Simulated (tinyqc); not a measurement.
Resistance of a source-drain extension with a graded tip: two steps of the calculation.

y runs along the channel, the gate covers y > 0. The doping is N0 for y < y0 and N0 10^(-(y - y0)/la) beyond, uniform over the depth xj. Sheet conductance s(y) = q mu(N) max(N - Nch, 0) xj + (for y > 0) ma Cox Vo, with mu(N) = u0 + (u1 - u0)/(1 + (N/Nr)^au) and Cox = eps0 eox/tox. Current is taken as one-dimensional; depletion of the tip, spreading and the contact are left out. The metallurgical junction lies at yj, where N = Nch.

Inputs (values chosen for the exercise); mobility law close to that of electrons in silicon: relative permittivity of the gate insulator (close to silicon dioxide) eox = 3.9; insulator thickness tox = 1.1 nm; active doping of the extension far from the gate N0 = 1.3e20 cm^-3; lateral abruptness la = 3.1 nm/decade; position under the gate where the fall begins (gate edge at 0) y0 = 4.3 nm; depth of the extension xj = 30 nm; channel doping Nch = 3.6e17 cm^-3; gate overdrive Vo = 0.71 V; mobility of the gate-induced layer ma = 220 cm^2/(V s); mobility at low doping u1 = 1414 cm^2/(V s); mobility at high doping u0 = 68.5 cm^2/(V s); reference doping Nr = 9.2e16 cm^-3; exponent au = 0.711; gate length Lg = 45 nm.

Constants: q = 1.602176634e-19 C, eps0 = 8.8541878128e-14 F/cm where lengths are in cm. Results are converted to the units shown.

Question 1. Sheet resistances and junction position. yj = y0 + la log10(N0/Nch); sheet resistance of the full extension 1/[q mu(N0)(N0 - Nch) xj] and of the gate-induced layer 1/(ma Cox Vo); metallurgical length Lg - 2 yj; ye is where the doped and the gate-induced conductances are equal.

Give: yj; sheet resistance of the extension; sheet resistance of the induced layer; metallurgical length; ye; N at ye.

Answer 1.

yj = 12.229 nm
sheet resistance of the extension = 210.60 ohm/square
sheet resistance of the induced layer = 2039.4 ohm/square
metallurgical length = 20.543 nm
ye = 7.8986 nm
N at ye = 8.9766e18 cm^-3

The gate takes over 4.33 nm before the junction, where N is still 24.9 times the channel doping.

Question 2. Resistance of the overlapped part. Midpoint rule on 11 equal steps from 0 to yj: R_ov = sum h/s(y), per width.

Wanted: y; N; doped conductance; sheet resistance; R_ov.

Answer 2.

```
point	y (nm)	N (cm^-3)	doped conductance (uS)	sheet resistance (ohm/square)
0	0.55585	1.3000e20	4748.3	190.89
1	1.6675	1.3000e20	4748.3	190.89
2	2.7792	1.3000e20	4748.3	190.89
3	3.8909	1.3000e20	4748.3	190.89
4	5.0026	7.7141e19	2938.9	291.61
5	6.1143	3.3781e19	1420.0	523.47
6	7.2260	1.4793e19	720.59	825.81
7	8.3377	6.4781e18	384.69	1142.8
8	9.4494	2.8368e18	210.23	1427.4
9	10.561	1.2423e18	106.53	1675.4
10	11.673	5.4401e17	32.282	1913.4
```

R_ov = 9.5200 ohm um

Computed by the program tinyqc: `OMP_NUM_THREADS=1 python tinyqc.py 2282056 2282057 out.jsonl`, one thread of a shared Intel Xeon 2.30GHz, about 0.03 s for the whole run.
